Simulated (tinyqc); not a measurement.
Formation energy of a charged point defect from supercell energies: one step, computed by the program tinyqc. Command: `OMP_NUM_THREADS=1 python tinyqc.py 3025253 3025254 out.jsonl formation walk`. One thread of a shared host (Intel(R) Xeon(R) Processor @ 2.30GHz), about 0.01 s of CPU time with the checks.

The host is a compound AB. Making the defect adds n_A = -1, n_B = 0 atoms to the cell. All total energies are inputs. E_F is counted from the valence-band maximum (VBM); x = 0 is A-rich and x = 1 B-rich growth.

Problem. Chemical potentials. dmu_A = x dH and dmu_B = (1 - x) dH, so that dmu_A + dmu_B = dH; mu = mu(element) + dmu. The reservoir term is sum n_i mu_i.

Inputs (values chosen for the exercise, with gap and screening modelled on CdTe): mu_A of the pure element = -2.5 eV; formation enthalpy dH of AB = -0.751 eV; growth condition x = 0.94.

Defect: vacancy of A. Supercell lattice: bcc.

Give: dmu_A; dmu_B; sum n_i mu_i.

Solution.

dmu_A = -0.70594 eV

dmu_B = -0.04506 eV

sum n_i mu_i = 3.20594 eV
